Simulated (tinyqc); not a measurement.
Shockley-Read-Hall recombination through one deep level: sweeps and comparisons. A value that a table varies takes the place of the one given here.

One level at Et with degeneracy 1: tn = 1/(sn vth Nt), tp = 1/(sp_ vth Nt), n1 = Nc exp((Et - Eg)/kT), p1 = Nv exp(-Et/kT), ni^2 = n1 p1. Equilibrium p0 = Nm, n0 = ni^2/Nm; n = n0 + dn, p = p0 + dn. U = (n p - ni^2)/(tp (n + n1) + tn (p + p1)), lifetime dn/U; emission rates en = sn vth n1, ep = sp_ vth p1.

Constants: kB = 8.617333262e-05 eV/K.

Values chosen for the exercise (gap and densities of states near those of Si at this temperature; the results hold for these values, not for the real material): E1 = 0.854 eV (level (+1/0) above Ev); E2 = 0.723 eV (level (0/-1) above Ev); gm = 1 (degeneracy of the middle state, the others 1); T = 300 K; Eg = 1.134 eV (gap); Nc = 2.65e+19 1/cm^3 (conduction-band density of states); Nv = 1.14e+19 1/cm^3 (valence-band density of states); Nd = -1.3e+15 1/cm^3 (ionised shallow donors minus acceptors); Et = 0.723 eV (recombination level above Ev); Nt = 5.5e+14 1/cm^3 (defects); sn = 4.7e-16 cm^2 (electron capture cross-section); sp_ = 9.7e-16 cm^2 (hole capture cross-section); vth = 25000000 cm/s (thermal velocity, both carriers); Nm = 9.1e+15 1/cm^3 (equilibrium holes for the lifetime steps); dn = 1.4e+14 1/cm^3 (excess pairs).

## Charge state against the Fermi level (deep level with several charge states)

Energies from Ev. The defect has charge states +1, 0, -1 with weights 1, gm exp((EF - E1)/kT), exp((2 EF - E1 - E2)/kT); the shares are the weights over their sum. Boltzmann carriers: n = Nc exp((EF - Eg)/kT), p = Nv exp(-EF/kT). Neutrality: p - n + Nd + Nt <q> = 0.

Shares:
```
EF (eV)     +1      0     -1     <q>
0.068    1.000  0.000  0.000   1.000
0.159    1.000  0.000  0.000   1.000
0.249    1.000  0.000  0.000   1.000
0.340    1.000  0.000  0.000   1.000
0.431    1.000  0.000  0.000   1.000
0.522    1.000  0.000  0.000   1.000
0.612    1.000  0.000  0.000   1.000
0.703    0.996  0.003  0.001   0.994
0.794    0.380  0.037  0.582  -0.202
0.885    0.001  0.002  0.998  -0.997
0.975    0.000  0.000  1.000  -1.000
1.066    0.000  0.000  1.000  -1.000
```

E2 lies below E1 (negative U = -0.131 eV), so the charge goes from +1 to -1 near (E1 + E2)/2 = 0.788 eV, two electrons at once; the middle state never exceeds a share of 0.0382.

## Defects against doping (deep level with several charge states)

Nt takes the listed multiples of |Nd|; the resistivity uses mobilities of 1000 (electrons) and 300 (holes) cm^2/(V s), chosen for the exercise, and e = 1.602176634e-19 C.

Neutral state:
```
Nt/|Nd|  EF (eV)  n (1/cm^3)  p (1/cm^3)  rho (ohm cm)
0.01      0.2350    2.09e+04    1.29e+15          16.2
0.10      0.2374    2.30e+04    1.17e+15          17.8
0.30      0.2439    2.96e+04    9.10e+14          22.9
0.60      0.2584    5.17e+04    5.20e+14          40.0
0.90      0.2942    2.07e+05    1.30e+14           160
1.10      0.7460    8.03e+12    3.35e+06           778
1.50      0.7663    1.76e+13    1.52e+06           354
3.00      0.7790    2.88e+13    9.36e+05           217
10.00     0.7857    3.74e+13    7.20e+05           167
```

EF goes from 0.235 to 0.786 eV and the resistivity from 16.2 to 167 ohm cm, with a largest value of 778. The largest move of EF, +0.452 eV, comes between Nt/|Nd| = 0.9 and 1.1; the levels lie at 0.854 and 0.723 eV. A defect can take up to one carrier of either sign, so the doping can be cancelled no earlier than Nt = |Nd|, there only if EF lies well beyond the level that takes the carriers and otherwise at larger Nt (mean charge +0.10 in the last row). The type changes along the table.

## Lifetime against injection

Recombination:
```
dn (1/cm^3)  lifetime (microsecond)  U (1/(cm^3 s))
1.0e+11                      0.1548        6.46e+17
1.0e+12                      0.1548        6.46e+18
1.0e+13                      0.1548        6.46e+19
1.0e+14                      0.1556        6.43e+20
1.0e+15                      0.1622        6.17e+21
1.0e+16                      0.1940        5.15e+22
1.0e+17                      0.2235        4.47e+23
1.0e+18                      0.2290        4.37e+24
```

The lifetime rises from 0.1548 to 0.229 microsecond; tn + tp = 0.2297. At low injection it is tn (1 + p1/p0) + tp n1/p0 with n1/Nm = 0.00036 and p1/Nm = 9e-10: re-emission is negligible, so minority capture alone counts. Auger and radiative paths are left out; they cut in at the highest injections, and in a doped direct-gap crystal the radiative one counts at all injections. dn = dp neglects trapped charge, which matters where the traps hold a charge comparable with dn, at low injection and with very unequal cross sections.

## Where a level does most harm

Et takes the values listed; G = Nt en ep/(en + ep) in a depleted region; the lifetime is for dn = 1e11 1/cm^3.

Results:
```
Et (eV)  lifetime (microsecond)  G (1/(cm^3 s))
0.068                      14.1        2.12e+08
0.159                     0.568        7.15e+09
0.249                     0.167        2.32e+11
0.340                     0.155        7.85e+12
0.431                     0.155        2.65e+14
0.522                     0.155        8.66e+15
0.612                     0.155        7.75e+15
0.703                     0.155        2.36e+14
0.794                     0.155        6.97e+12
0.885                     0.169        2.06e+11
0.975                     0.620        6.35e+09
1.066                      15.9        1.88e+08
```

Generation peaks where en = ep, at Eg/2 + (kT/2) ln(sp_ Nv/(sn Nc)) = 0.565 eV; the largest value listed is at 0.522 eV, and G falls by a decade for each 0.060 eV away from the peak. The lifetime is within a factor 2 of its minimum, 0.155 microsecond, from 0.249 to 0.885 eV: recombination tolerates a wide range of Et, generation a narrow one.

## What moves lifetime and leakage

G = Nt en ep/(en + ep). Each row changes one parameter from the base and keeps the others.

Results:
```
case                  lifetime (microsecond)  G (1/(cm^3 s))
base                                  0.1559        1.09e+14
Et = 0.763 eV                         0.1560        2.31e+13
sn = 9.4e-16 cm^2                    0.07853        1.09e+14
sp_ = 1.94e-15 cm^2                   0.1553        2.17e+14
Nt = 2.75e+14 1/cm^3                  0.3118        5.43e+13
Nm = 2.73e+16 1/cm^3                  0.1551        1.09e+14
dn = 4.2e+14 1/cm^3                   0.1581        1.09e+14
```

The largest shifts from the base row, up to three for each result and ties (the steps differ in size, so this ranks the rows, not the parameters). lifetime (microsecond): Nt +0.156, sn -0.0774, dn +0.00217. G (1/(cm^3 s)): sp_ +1.09e+14, Et -8.55e+13, Nt -5.43e+13; unchanged at the printed digits by sn, Nm and dn.

Run: tinyqc, `OMP_NUM_THREADS=1 python tinyqc.py 1680787 1680788 out.jsonl`; Intel(R) Xeon(R) Processor @ 2.30GHz, one thread, shared host; about 0.01 s of CPU time with all checks.
